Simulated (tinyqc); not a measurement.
Donor level screened by free carriers (Yukawa potential), step by step. Values are carried at full precision from step to step, so a last printed digit may differ when a step is redone from the rounded ones.

Screening wave number: Debye ks^2 = 4 pi q n/(eps kB T); Thomas-Fermi ks^2 = 6 pi q n/(eps EF) with EF = c (3 pi^2 n/gv)^(2/3)/m, c = hbar^2/2m0; the two are joined by 1/ks^2 = sqrt(1/ks_D^4 + 1/ks_TF^4). 1e18/cm^3 = 1e-6/angstrom^3, q = e^2/(4 pi eps0).

Constants: e^2/(4 pi eps0) = 14.39964547 eV angstrom; kB = 8.617333262e-05 eV/K; hbar^2/2m0 = 3.80998211 eV angstrom^2; Ry = 13.60569312 eV; a0 (Bohr radius) = 0.5291772105 angstrom.

Parameters, chosen for this exercise (near those of a donor in InP, with one mean mass; the results hold for these values, not for the real material): m = 0.077 m0 (mass); eps = 12.2 (dielectric constant); gv = 1 (valleys); T = 400 K (temperature); n = 0.14 x 1e18/cm^3 (free-carrier density).

## Units and screening length

Give Ry* = Ry m/eps^2, a* = a0 eps/m, EF, the three values of ks, and x = ks a*.

Ry* = 7.039 meV
a* = 83.84 angstrom
EF = 12.77 meV

ks: Debye, Thomas-Fermi, joined (1/angstrom): 0.00776  0.01562  0.00765

x = 0.6412

EF/kB T = 0.37, so the Debye value, the smaller one, controls the screening.

## One-parameter trial function

Potential -(q/(eps r)) exp(-ks r), q = e^2/(4 pi eps0). In units Ry* = Ry m/eps^2 and a* = a0 eps/m the problem is [-Laplacian - 2 exp(-x r)/r] psi = E psi with x = ks a*.

For exp(-z r): E(z) = z^2 - 8 z^3/(2z + x)^2 in Ry*. Scan z = 0.5, 0.6, ..., 1.1, then minimise; first order gives -1 + 2x.

Scan (Ry*):
```
z    kinetic  potential        E
0.5   0.2500    -0.3713  -0.1213
0.6   0.3600    -0.5097  -0.1497
0.7   0.4900    -0.6586  -0.1686
0.8   0.6400    -0.8155  -0.1755
0.9   0.8100    -0.9786  -0.1686
1.0   1.0000    -1.1468  -0.1468
1.1   1.2100    -1.3191  -0.1091
```

best z = 0.802
E = -0.1755 Ry*
binding = 1.23 meV

First order in x would give 0.282 Ry*, a rigid shift by q ks/eps; it overstates the loss of binding by 0.458 Ry*.

## Converged levels

Converged values use 18 functions exp(-z r), z = 1.55^i, i = -11 to 6: S = 2/A^3, H = z_i z_j S - 2/(A + x)^2, A = z_i + z_j.

The 1s and 2s levels and the mean radius.

1s = -0.1822 Ry*
binding = 1.28 meV
<r> = 172.0 angstrom
second root = 0.0000 Ry*

The trial function misses by 0.0068 Ry*. Screening leaves 18 % of the bare binding, 0.04 kB T. 2s is no longer bound (it unbinds at x = 0.310). At this density n^(1/3) a* is past the Mott value 0.26, so real donors overlap and form no separate level.

## Checks

- 1s at x = 0.5 against the known -0.29623 Ry*: both -0.29623.
- 1s at x = 0 against -1: both -1.00000.

Program tinyqc; command `OMP_NUM_THREADS=1 python tinyqc.py 1250473 1250474 out.jsonl`; about 0.01 s on one thread of a shared Intel(R) Xeon(R) Processor @ 2.30GHz.
